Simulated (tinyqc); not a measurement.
Inside a calculation. Method: plane-wave Kohn-Sham cycle with exchange-only LDA in a layered model solid. One step of it, computed by the program tinyqc.

Problem. Iteration 2: levels at that k. Diagonalise the Hermitian matrix.

H (hartree):
```
           -3         -2         -1         +0         +1         +2         +3
-3   0.313810  -0.075323  -0.033696  -0.000025   0.000158   0.000069   0.000010
-2  -0.075323   0.020421  -0.075323  -0.033696  -0.000025   0.000158   0.000069
-1  -0.033696  -0.075323  -0.142573  -0.075323  -0.033696  -0.000025   0.000158
+0  -0.000025  -0.033696  -0.075323  -0.175171  -0.075323  -0.033696  -0.000025
+1   0.000158  -0.000025  -0.033696  -0.075323  -0.077375  -0.075323  -0.033696
+2   0.000069   0.000158  -0.000025  -0.033696  -0.075323   0.150816  -0.075323
+3   0.000010   0.000069   0.000158  -0.000025  -0.033696  -0.075323   0.509403
```

Give: eigenvalues.

Solution.

eigenvalues (hartree): -0.2930  -0.1208  -0.0479  0.0398  0.1633  0.3327  0.5253
